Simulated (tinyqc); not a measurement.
UHF in the sto-3g basis, for H3, spin multiplicity 2, step by step. Computed by tinyqc, a small Python program that keeps every step (integrals from PySCF). Settings: charge = 0, multiplicity = 2, basis = sto-3g, energy threshold = 1e-09, iteration cap = 50, orthogonalisation = canonical, start = atomic densities, DIIS depth = 8, DIIS from iteration = 3, method = UHF. Command: `OMP_NUM_THREADS=1 python tinyqc.py 30121 30122 out.jsonl` (the two numbers bound the seeds that draw the settings). One thread of a shared host (Intel(R) Xeon(R) Processor @ 2.60GHz), about 0.1 s of CPU time with the checks. Later iterations appear only in the table of the cycle.

## One-electron integrals

Geometry (angstrom):
```
atom        x        y         z
H     0.00000  0.00000   0.00000
H     0.00000  0.00000   1.34500
H     0.00000  0.00000  -1.34500
```

Basis sto-3g: exponents (1/bohr^2) and contraction coefficients of normalised primitives:
```
element  l (shell)  exponent  coefficient
H            s (1)   3.42525      0.15433
H            s (1)   0.62391      0.53533
H            s (1)   0.16886      0.44463
```

Overlap, kinetic and nuclear-attraction integrals over the contracted functions; the nuclear repulsion is the sum of Za Zb / Rab.

nuclear repulsion = 0.9836008 hartree

overlap S:
```
         1H 1s    2H 1s    3H 1s
1H 1s  1.00000  0.31899  0.31899
2H 1s  0.31899  1.00000  0.03437
3H 1s  0.31899  0.03437  1.00000
```

kinetic energy T (hartree):
```
         1H 1s     2H 1s     3H 1s
1H 1s  0.76003   0.02689   0.02689
2H 1s  0.02689   0.76003  -0.00929
3H 1s  0.02689  -0.00929   0.76003
```

nuclear attraction V (hartree):
```
          1H 1s     2H 1s     3H 1s
1H 1s  -2.00739  -0.52448  -0.52448
2H 1s  -0.52448  -1.81372  -0.05211
3H 1s  -0.52448  -0.05211  -1.81372
```

core Hamiltonian H = T + V (hartree):
```
          1H 1s     2H 1s     3H 1s
1H 1s  -1.24736  -0.49759  -0.49759
2H 1s  -0.49759  -1.05369  -0.06140
3H 1s  -0.49759  -0.06140  -1.05369
```

## Two-electron integrals

Functions are numbered as in S; the eight-fold symmetry (ij|kl) = (ji|kl) = (kl|ij) leaves the list below.

Two-electron integrals (ij|kl) in chemists' order, unique and non-zero (hartree):
```
(11|11) 0.77461   (21|11) 0.17892   (21|21) 0.05984   (22|11) 0.38046
(22|21) 0.17892   (22|22) 0.77461   (31|11) 0.17892   (31|21) 0.03915
(31|22) 0.08498   (31|31) 0.05984   (32|11) 0.01903   (32|21) 0.00523
(32|22) 0.01342   (32|31) 0.00523   (32|32) 0.00056   (33|11) 0.38046
(33|21) 0.08498   (33|22) 0.19668   (33|31) 0.17892   (33|32) 0.01342
(33|33) 0.77461
```

## Orthogonalisation

S = U s U^T; canonical form X = U s^(-1/2), so that X^T S X = 1. Each column of U has its largest component positive (the first on a tie).

eigenvalues of S: 0.56574  0.96563  1.46863

X:
```
              1         2        3
1H 1s   0.95783   0.00000  0.57227
2H 1s  -0.65198   0.71958  0.42037
3H 1s  -0.65198  -0.71958  0.42037
```

## Starting guess

The start is atomic minimal-basis densities projected into this basis (PySCF's MINAO start) and scaled to the electron count of each spin; this density is not idempotent, so its energy is not variational and may lie below the converged one.

D(alpha) at the start:
```
         1H 1s    2H 1s    3H 1s
1H 1s  0.62726  0.05884  0.05884
2H 1s  0.05884  0.64849  0.00993
3H 1s  0.05884  0.00993  0.64849
```

D(beta) at the start:
```
         1H 1s    2H 1s    3H 1s
1H 1s  0.31363  0.02942  0.02942
2H 1s  0.02942  0.32425  0.00497
3H 1s  0.02942  0.00497  0.32425
```

## Iteration 1: building the Fock matrix

J_ij = sum D_kl (ij|kl) with D = D(alpha) + D(beta), K_ij = sum D_kl (ik|jl) for each spin; F = H + J - K(s); E = tr D H + tr D J / 2 - 0.5 sum_s tr D(s) K(s) + E_nn.

Coulomb J (hartree):
```
         1H 1s    2H 1s    3H 1s
1H 1s  1.53273  0.44267  0.44267
2H 1s  0.44267  1.34976  0.04588
3H 1s  0.44267  0.04588  1.34976
```

exchange K(alpha) (hartree):
```
         1H 1s    2H 1s    3H 1s
1H 1s  0.60638  0.26187  0.26187
2H 1s  0.26187  0.56216  0.05454
3H 1s  0.26187  0.05454  0.56216
```

exchange K(beta) (hartree):
```
         1H 1s    2H 1s    3H 1s
1H 1s  0.30319  0.13094  0.13094
2H 1s  0.13094  0.28108  0.02727
3H 1s  0.13094  0.02727  0.28108
```

F(alpha) (hartree):
```
          1H 1s     2H 1s     3H 1s
1H 1s  -0.32101  -0.31678  -0.31678
2H 1s  -0.31678  -0.26609  -0.07006
3H 1s  -0.31678  -0.07006  -0.26609
```

F(beta) (hartree):
```
          1H 1s     2H 1s     3H 1s
1H 1s  -0.01782  -0.18585  -0.18585
2H 1s  -0.18585   0.01499  -0.04280
3H 1s  -0.18585  -0.04280   0.01499
```

total energy of this density = -1.0372114 hartree

This density is the starting one; it is not idempotent, so its energy is not variational and may lie below the converged one.

## Iteration 1: diagonalisation and new density

Diagonalise F' = X^T F X, C = X C', fill 2 alpha and 1 beta electrons from the bottom; D(s) = C_occ C_occ^T. Each column has its largest component positive (the first on a tie).

F' = X^T F X (alpha) (hartree):
```
          1         2         3
1   0.21101   0.00000  -0.01041
2   0.00000  -0.20301   0.00000
3  -0.01041   0.00000  -0.52876
```

orbital energies (alpha) (hartree): MO1 -0.52890, MO2 -0.20301, MO3 0.21116

coefficients C (alpha):
```
           MO1       MO2       MO3
1H 1s  0.58569   0.00000   0.94969
2H 1s  0.41115   0.71958  -0.65783
3H 1s  0.41115  -0.71958  -0.65783
```

F' = X^T F X (beta) (hartree):
```
          1        2         3
1   0.42425  0.00000  -0.00550
2   0.00000  0.05984   0.00000
3  -0.00550  0.00000  -0.19450
```

orbital energies (beta) (hartree): MO1 -0.19454, MO2 0.05984, MO3 0.42430

coefficients C (beta):
```
           MO1       MO2       MO3
1H 1s  0.58076   0.00000   0.95270
2H 1s  0.41455   0.71958  -0.65569
3H 1s  0.41455  -0.71958  -0.65569
```

D(alpha) after iteration 1:
```
         1H 1s     2H 1s     3H 1s
1H 1s  0.34303   0.24081   0.24081
2H 1s  0.24081   0.68684  -0.34875
3H 1s  0.24081  -0.34875   0.68684
```

D(beta) after iteration 1:
```
         1H 1s    2H 1s    3H 1s
1H 1s  0.33729  0.24076  0.24076
2H 1s  0.24076  0.17185  0.17185
3H 1s  0.24076  0.17185  0.17185
```

## Iteration 2: building the Fock matrix

As before.

Coulomb J (hartree):
```
         1H 1s    2H 1s    3H 1s
1H 1s  1.51829  0.44183  0.44183
2H 1s  0.44183  1.34229  0.04587
3H 1s  0.44183  0.04587  1.34229
```

exchange K(alpha) (hartree):
```
         1H 1s    2H 1s    3H 1s
1H 1s  0.49295  0.27644  0.27644
2H 1s  0.27644  0.63227  0.00652
3H 1s  0.27644  0.00652  0.63227
```

exchange K(beta) (hartree):
```
         1H 1s    2H 1s    3H 1s
1H 1s  0.46760  0.22751  0.22751
2H 1s  0.22751  0.24668  0.09515
3H 1s  0.22751  0.09515  0.24668
```

F(alpha) (hartree):
```
          1H 1s     2H 1s     3H 1s
1H 1s  -0.22202  -0.33220  -0.33220
2H 1s  -0.33220  -0.34367  -0.02206
3H 1s  -0.33220  -0.02206  -0.34367
```

F(beta) (hartree):
```
          1H 1s     2H 1s     3H 1s
1H 1s  -0.19666  -0.28327  -0.28327
2H 1s  -0.28327   0.04192  -0.11069
3H 1s  -0.28327  -0.11069   0.04192
```

total energy of this density = -1.4216779 hartree

## Iteration 2: diagonalisation and new density

As before.

F' = X^T F X (alpha) (hartree):
```
         1         2         3
1  0.31519   0.00000   0.05916
2  0.00000  -0.33306   0.00000
3  0.05916   0.00000  -0.52162
```

orbital energies (alpha) (hartree): MO1 -0.52578, MO2 -0.33306, MO3 0.31935

coefficients C (alpha):
```
           MO1       MO2       MO3
1H 1s  0.50365   0.00000   0.99563
2H 1s  0.46508   0.71958  -0.62087
3H 1s  0.46508  -0.71958  -0.62087
```

F' = X^T F X (beta) (hartree):
```
          1        2         3
1   0.46870  0.00000  -0.08684
2   0.00000  0.15804   0.00000
3  -0.08684  0.00000  -0.36128
```

orbital energies (beta) (hartree): MO1 -0.37027, MO2 0.15804, MO3 0.47769

coefficients C (beta):
```
           MO1       MO2       MO3
1H 1s  0.66784   0.00000   0.89382
2H 1s  0.35101   0.71958  -0.69179
3H 1s  0.35101  -0.71958  -0.69179
```

D(alpha) after iteration 2:
```
         1H 1s     2H 1s     3H 1s
1H 1s  0.25366   0.23424   0.23424
2H 1s  0.23424   0.73410  -0.30150
3H 1s  0.23424  -0.30150   0.73410
```

D(beta) after iteration 2:
```
         1H 1s    2H 1s    3H 1s
1H 1s  0.44601  0.23442  0.23442
2H 1s  0.23442  0.12321  0.12321
3H 1s  0.23442  0.12321  0.12321
```

## Iteration 3: building the Fock matrix

As before.

Coulomb J (hartree):
```
         1H 1s    2H 1s    3H 1s
1H 1s  1.52293  0.44235  0.44235
2H 1s  0.44235  1.34145  0.04593
3H 1s  0.44235  0.04593  1.34145
```

exchange K(alpha) (hartree):
```
         1H 1s    2H 1s    3H 1s
1H 1s  0.42838  0.27013  0.27013
2H 1s  0.27013  0.66240  0.01243
3H 1s  0.27013  0.01243  0.66240
```

exchange K(beta) (hartree):
```
         1H 1s    2H 1s    3H 1s
1H 1s  0.53764  0.23046  0.23046
2H 1s  0.23046  0.21184  0.08736
3H 1s  0.23046  0.08736  0.21184
```

F(alpha) (hartree):
```
          1H 1s     2H 1s     3H 1s
1H 1s  -0.15280  -0.32537  -0.32537
2H 1s  -0.32537  -0.37464  -0.02790
3H 1s  -0.32537  -0.02790  -0.37464
```

F(beta) (hartree):
```
          1H 1s     2H 1s     3H 1s
1H 1s  -0.26207  -0.28569  -0.28569
2H 1s  -0.28569   0.07592  -0.10284
3H 1s  -0.28569  -0.10284   0.07592
```

total energy of this density = -1.4456600 hartree

## Iteration 3: diagonalisation and new density

As before.

F' = X^T F X (alpha) (hartree):
```
         1         2         3
1  0.33034   0.00000   0.11767
2  0.00000  -0.35908   0.00000
3  0.11767   0.00000  -0.50539
```

orbital energies (alpha) (hartree): MO1 -0.52165, MO2 -0.35908, MO3 0.34659

coefficients C (alpha):
```
           MO1       MO2       MO3
1H 1s  0.43584   0.00000   1.02712
2H 1s  0.50562   0.71958  -0.58833
3H 1s  0.50562  -0.71958  -0.58833
```

F' = X^T F X (beta) (hartree):
```
          1        2         3
1   0.45032  0.00000  -0.14577
2   0.00000  0.18513   0.00000
3  -0.14577  0.00000  -0.37025
```

orbital energies (beta) (hartree): MO1 -0.39537, MO2 0.18513, MO3 0.47545

coefficients C (beta):
```
           MO1       MO2       MO3
1H 1s  0.72665   0.00000   0.84670
2H 1s  0.30351   0.71958  -0.71391
3H 1s  0.30351  -0.71958  -0.71391
```

D(alpha) after iteration 3:
```
         1H 1s     2H 1s     3H 1s
1H 1s  0.18996   0.22037   0.22037
2H 1s  0.22037   0.77344  -0.26215
3H 1s  0.22037  -0.26215   0.77344
```

D(beta) after iteration 3:
```
         1H 1s    2H 1s    3H 1s
1H 1s  0.52802  0.22055  0.22055
2H 1s  0.22055  0.09212  0.09212
3H 1s  0.22055  0.09212  0.09212
```

## Iteration 4: building the Fock matrix

As before.

Coulomb J (hartree):
```
         1H 1s    2H 1s    3H 1s
1H 1s  1.52386  0.44240  0.44240
2H 1s  0.44240  1.34202  0.04592
3H 1s  0.44240  0.04592  1.34202
```

exchange K(alpha) (hartree):
```
         1H 1s    2H 1s    3H 1s
1H 1s  0.37690  0.26262  0.26262
2H 1s  0.26262  0.68504  0.01625
3H 1s  0.26262  0.01625  0.68504
```

exchange K(beta) (hartree):
```
         1H 1s    2H 1s    3H 1s
1H 1s  0.58509  0.22969  0.22969
2H 1s  0.22969  0.18670  0.08110
3H 1s  0.22969  0.08110  0.18670
```

F(alpha) (hartree):
```
          1H 1s     2H 1s     3H 1s
1H 1s  -0.10039  -0.31780  -0.31780
2H 1s  -0.31780  -0.39671  -0.03173
3H 1s  -0.31780  -0.03173  -0.39671
```

F(beta) (hartree):
```
          1H 1s     2H 1s     3H 1s
1H 1s  -0.30859  -0.28487  -0.28487
2H 1s  -0.28487   0.10162  -0.09658
3H 1s  -0.28487  -0.09658   0.10162
```

total energy of this density = -1.4593442 hartree

## Iteration 4: DIIS over 2 matrices

error matrix X^T (FDS - SDF) X (alpha):
```
          1        2        3
1   0.00000  0.00000  0.04284
2   0.00000  0.00000  0.00000
3  -0.04284  0.00000  0.00000
```

B (overlaps of the stored error matrices):
```
               1              2
1  1.3611431e-02  1.0003315e-02
2  1.0003315e-02  7.3518051e-03
```

Minimise |sum c_i e_i|^2 with sum c_i = 1: solve [B -1; -1 0][c; lambda] = [0; -1] with B_ij = tr e_i^T e_j summed over both spins, and take F = sum c_i F_i.

DIIS coefficients: -2.77179  3.77179

extrapolated F(alpha) (hartree):
```
          1H 1s     2H 1s     3H 1s
1H 1s   0.04487  -0.29683  -0.29683
2H 1s  -0.29683  -0.45788  -0.04232
3H 1s  -0.29683  -0.04232  -0.45788
```

extrapolated F(beta) (hartree):
```
          1H 1s     2H 1s     3H 1s
1H 1s  -0.43753  -0.28260  -0.28260
2H 1s  -0.28260   0.17287  -0.07924
3H 1s  -0.28260  -0.07924   0.17287
```

## Iteration 4: diagonalisation and new density

As before.

F' = X^T F X (alpha) (hartree):
```
         1         2         3
1  0.35740   0.00000   0.28124
2  0.00000  -0.43035   0.00000
3  0.28124   0.00000  -0.44771
```

orbital energies (alpha) (hartree): MO1 -0.53622, MO2 -0.43035, MO3 0.44591

coefficients C (alpha):
```
           MO1       MO2       MO3
1H 1s  0.25833   0.00000   1.08545
2H 1s  0.59670   0.71958  -0.49571
3H 1s  0.59670  -0.71958  -0.49571
```

F' = X^T F X (beta) (hartree):
```
          1        2         3
1   0.38411  0.00000  -0.30784
2   0.00000  0.26108   0.00000
3  -0.30784  0.00000  -0.38213
```

orbital energies (beta) (hartree): MO1 -0.49048, MO2 0.26108, MO3 0.49247

coefficients C (beta):
```
           MO1       MO2       MO3
1H 1s  0.85782   0.00000  -0.71350
2H 1s  0.18006   0.71958   0.75456
3H 1s  0.18006  -0.71958   0.75456
```

D(alpha) after iteration 4:
```
         1H 1s     2H 1s     3H 1s
1H 1s  0.06673   0.15414   0.15414
2H 1s  0.15414   0.87385  -0.16174
3H 1s  0.15414  -0.16174   0.87385
```

D(beta) after iteration 4:
```
         1H 1s    2H 1s    3H 1s
1H 1s  0.73585  0.15446  0.15446
2H 1s  0.15446  0.03242  0.03242
3H 1s  0.15446  0.03242  0.03242
```

## Iteration 14 (converged): orbitals

converged F(alpha) (hartree):
```
          1H 1s     2H 1s     3H 1s
1H 1s   0.00576  -0.29555  -0.29555
2H 1s  -0.29555  -0.43596  -0.03692
3H 1s  -0.29555  -0.03692  -0.43596
```

converged F(beta) (hartree):
```
          1H 1s     2H 1s     3H 1s
1H 1s  -0.39279  -0.27567  -0.27567
2H 1s  -0.27567   0.15426  -0.08241
3H 1s  -0.27567  -0.08241   0.15426
```

As before.

F' = X^T F X (alpha) (hartree):
```
         1         2         3
1  0.34152   0.00000   0.24490
2  0.00000  -0.41324   0.00000
3  0.24490   0.00000  -0.44963
```

orbital energies (alpha) (hartree): MO1 -0.51930, MO2 -0.41324, MO3 0.41119

coefficients C (alpha):
```
           MO1       MO2       MO3
1H 1s  0.28833   0.00000   1.07787
2H 1s  0.58273   0.71958  -0.51206
3H 1s  0.58273  -0.71958  -0.51206
```

F' = X^T F X (beta) (hartree):
```
          1        2         3
1   0.38933  0.00000  -0.27097
2   0.00000  0.24509   0.00000
3  -0.27097  0.00000  -0.36851
```

orbital energies (beta) (hartree): MO1 -0.45543, MO2 0.24509, MO3 0.47624

coefficients C (beta):
```
           MO1       MO2       MO3
1H 1s  0.83748   0.00000  -0.73727
2H 1s  0.20114   0.71958   0.74922
3H 1s  0.20114  -0.71958   0.74922
```

D(alpha) after iteration 14:
```
         1H 1s     2H 1s     3H 1s
1H 1s  0.08313   0.16802   0.16802
2H 1s  0.16802   0.85737  -0.17823
3H 1s  0.16802  -0.17823   0.85737
```

D(beta) after iteration 14:
```
         1H 1s    2H 1s    3H 1s
1H 1s  0.70137  0.16845  0.16845
2H 1s  0.16845  0.04046  0.04046
3H 1s  0.16845  0.04046  0.04046
```

## Convergence

Stop when the energy changes by less than 1e-09 hartree and every element of the error matrix X^T (F D S - S D F) X (for each spin) is below 9e-06.

Course of the cycle:
```
iteration  E (hartree)     change  largest element of the error matrix
1           -1.0372114          -                             1.62e-02
2           -1.4216779  -3.84e-01                             7.94e-02
3           -1.4456600  -2.40e-02                             5.86e-02
4           -1.4593442  -1.37e-02                             4.29e-02
5           -1.4714928  -1.21e-02                             1.06e-02
6           -1.4720187  -5.26e-04                             3.12e-03
7           -1.4720628  -4.41e-05                             1.33e-03
8           -1.4720691  -6.27e-06                             7.89e-04
9           -1.4720708  -1.77e-06                             5.48e-04
10          -1.4720715  -7.06e-07                             4.14e-04
11          -1.4720719  -3.42e-07                             3.30e-04
12          -1.4720724  -5.15e-07                             1.22e-04
13          -1.4720725  -8.08e-08                             4.04e-06
14          -1.4720725  -7.54e-11                             1.58e-06
```

PySCF UHF in the same basis, after a stability check = -1.4720725 hartree

Converged in 14 iterations.

## Populations, bond orders and dipole

Mulliken: Z minus the diagonal of D S on the atom; Loewdin: the same with S^(1/2) D S^(1/2); Mayer order: 2 sum_s sum (D(s) S)_ij (D(s) S)_ji over the two atoms.

Charges (e):
```
atom  Mulliken   Loewdin  Mulliken spin
1H     0.00084   0.00404       -0.61851
2H    -0.00042  -0.00202        0.80926
3H    -0.00042  -0.00202        0.80926
```

Mayer bond orders:
```
pair    order
2-1   0.30872
3-1   0.30872
3-2   0.03638
```

dipole moment about the origin, x y z (debye): 0.00000  0.00000  0.00000

<S^2> of the determinant (pure state: 0.75) = 1.05729
